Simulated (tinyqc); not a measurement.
Inside a calculation. Model: random telegraph noise from one oxide trap in a small MOSFET.

Program tinyqc, `OMP_NUM_THREADS=1 python tinyqc.py 2710088 2710089 out.jsonl`; Intel Xeon 2.30GHz, shared host, one thread, about 0.01 s. Printed values are rounded.

An acceptor-like trap exchanges electrons with the channel. Inversion charge Q = Cox u, u = n Vt W0(exp((Vg - VT)/(n Vt))), W0 the Lambert function, n = nf, Cox = eps0 eox/tox; linear regime Id = (W/L) mu Q Vd. Relative to threshold the surface potential rises by Vt ln(u/u0) and the oxide voltage by the rest of Vg - VT, with u0 = n Vt W0(1).

Parameters, values chosen for the exercise; values of the order met in silicon transistors: temperature T = 250 K; relative permittivity of the gate insulator (close to silicon dioxide) eox = 3.9; insulator thickness tox = 1.6 nm; depth of the trap from the channel interface xt = 0.68 nm; trap level above the channel Fermi level at threshold E0 = 0.21 eV; capture prefactor s0 = 1e-16 cm^2; capture barrier (lattice relaxation) EB = 0.51 eV; tunnelling decay length lt = 0.15 nm; thermal velocity vth = 2.2e7 cm/s; thickness of the inversion layer zi = 2.7 nm; threshold voltage VT = 0.42 V; body factor nf = 1.28; gate width W = 58 nm; gate length L = 45 nm; mobility mu = 110 cm^2/(V s); scattering coefficient of the charged trap asc = 2e-16 V s; drain voltage Vd = 0.05 V; gate voltage Vg = 0.75 V.

Constants: q = 1.602176634e-19 C, kB = 1.380649e-23 J/K, Vt = kB T/q, eps0 = 8.8541878128e-14 F/cm where lengths are in cm. Results are converted to the units shown.

Range of the model: VT is taken as given; short-channel effects and the uneven flow of current among few electrons are left out.

## Trap level, time constants and occupancy

N = Cox u/q; dpsi = Vt ln(u/u0); E = E0 - dpsi - (xt/tox)(Vg - VT - dpsi); capture time tc = 1/[(N/zi) vth s0 exp(-xt/lt - EB/Vt)]; emission time te = tc exp(-E/Vt); occupancy te/(tc + te).

u = 0.267358 V
N = 3.60144e12 cm^-2
dpsi = 0.0611573 V
E = 0.0345845 eV
tc = 60.5919 s
te = 12.1680 s
occupancy = 0.167236

The trap lies 1.6 Vt above the Fermi level, so it is empty most of the time.

## Step height

A = W L; threshold step dV = q (1 - xt/tox)/(Cox A); gm/Id = 1/(u + n Vt); relative step dI/I = (gm/Id) dV + asc mu/A. Id as defined.

electrons in the channel N A = 93.9975
dV = 1.63548 mV
gm/Id = 3.39060 1/V
number part of dI/I = 0.554524 %
dI/I = 0.638815 %
Id = 4.09039 uA
dI = 26.1300 nA

## Lorentzian spectrum

Spectrum S(f) = 4 dI^2/{(tc + te)[(1/tc + 1/te)^2 + (2 pi f)^2]}; corner fc = (1/tc + 1/te)/(2 pi); variance dI^2 tc te/(tc + te)^2. Give S at f = 0, at fc and at 10 fc.

fc = 0.0157064 Hz
S(0) = 3.85419e-15 A^2/Hz
S(fc) = 1.92710e-15 A^2/Hz
S(10 fc) = 3.81603e-17 A^2/Hz
rms current = 9.75136 nA

The rms value is 0.373 of the step; it reaches its largest share, 1/2, when tc = te.
